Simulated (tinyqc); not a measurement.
X-ray photoelectron analysis of a thin oxide on a semiconductor: attenuation lengths, thickness, angle series and band offsets: one step, computed by the program tinyqc.

The same element is seen in the oxide and in the substrate, at nearly the same kinetic energy; films are flat and uniform, and the work function is ignored.

Question. Band offsets by core levels. Valence band offset = (E_core - E_v)(substrate) - (E_core - E_v)(oxide) + (core level separation at the interface, oxide less substrate). The separation is made here from the given offset; a uniform field F that raises the binding energy towards the surface shifts the oxide peak by e F <z>, <z> = d/(1 - exp(-x)) - d/x, x = d/(L_o cos theta), being the mean distance from the interface. Conduction band offset = oxide gap - substrate gap - valence band offset.

Inputs (values chosen for the exercise, modelled on SiO2 on 4H-SiC):

| quantity | value | unit |
|---|---|---|
| oxide gap | 9.06 | eV |
| substrate gap | 3.26 | eV |
| oxide thickness d | 2.4 | nm |
| valence band offset used to make the data | 2.89 | eV |
| core level less valence band top, substrate | 99 | eV |
| core level less valence band top, thick oxide | 98.31 | eV |
| field in the oxide | 0.2 | MV/cm |

d/(L_o cos theta) = 2.315281

Give: separation without field; <z>; separation with field; apparent valence band offset; true conduction band offset; apparent conduction band offset.

Answer.

separation without field = 2.2 eV

<z> = 1.626 nm

separation with field = 2.233 eV

apparent valence band offset = 2.923 eV

true conduction band offset = 2.91 eV

apparent conduction band offset = 2.877 eV

The field biases both offsets by 0.033 eV, in opposite directions.
